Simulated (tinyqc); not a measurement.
Bloch-Grueneisen resistivity of a metal: one step, computed by the program tinyqc. Command: `OMP_NUM_THREADS=1 python tinyqc.py 3024774 3024775 out.jsonl bg walk`. One thread of a shared host (Intel(R) Xeon(R) Processor @ 2.30GHz), about 0.01 s of CPU time with the checks.

Electrons scatter from a Debye spectrum of phonons (n = 5 for scattering within one band, n = 3 for scattering into a second, heavy band) and from static defects.

Problem. The integral and the phonon part. J_n(y) = int_0^y x^n e^x/(e^x - 1)^2 dx, by 96 Gauss-Legendre points (upper limit at most 60). rho_ph = (n - 1) rho_1 (T/Theta)^n J_n(Theta/T), with rho_1 = 2 pi lambda_tr k_B Theta/(hbar eps_0 w_p^2), the high-temperature line at T = Theta.

Inputs (values chosen for the exercise, modelled on iridium): exponent n = 5; Debye temperature Theta = 287 K; temperature T = 295 K.

Addition: none.

rho_1 = 5.134157 microohm cm

Give: Theta/T; J_n; phonon resistivity rho_ph.

Solution.

Theta/T = 0.97288

J_n = 0.21259

phonon resistivity rho_ph = 5.0093 microohm cm

This is 94.9 % of the straight line rho_1 T/Theta.
